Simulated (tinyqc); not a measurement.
Phonon transmission through an interface between two chains by Green functions: one step, computed by the program tinyqc.

Two semi-infinite chains (masses m_1, m_2; springs k_1, k_2), motion along the chain. The central region holds the end atom of each chain and two interlayer atoms of mass m_b, joined by springs k_b. lambda = omega^2 in eV/(angstrom^2 u); nu = 15.6333042 THz x sqrt(lambda).

Question. Transmission at the probe frequency. A = lambda M - K - Sigma over the central atoms, with K_ii the sum of the springs at i, K_(i,i+1) = -k_b; G = inverse of A; transmission = Gamma_1 Gamma_2 |G_(first,last)|^2.

Atoms in the interlayer: two.

A (complex symmetric) (eV/angstrom^2):
```
                   end of 1   layer 1   layer 2           end of 2
end of 1  5.67594+11.59395i   1.70000   0.00000            0.00000
layer 1             1.70000  31.68424   1.70000            0.00000
layer 2             0.00000   1.70000  31.68424            1.70000
end of 2            0.00000   0.00000   1.70000  7.15598+11.50408i
```

Gamma_1 = 23.18789 eV/angstrom^2

Gamma_2 = 23.00817 eV/angstrom^2

Give: G_(first,last); transmission.

Answer.

G_(first,last) = 1.527e-05+2.377e-05i angstrom^2/eV

transmission = 4.258e-07
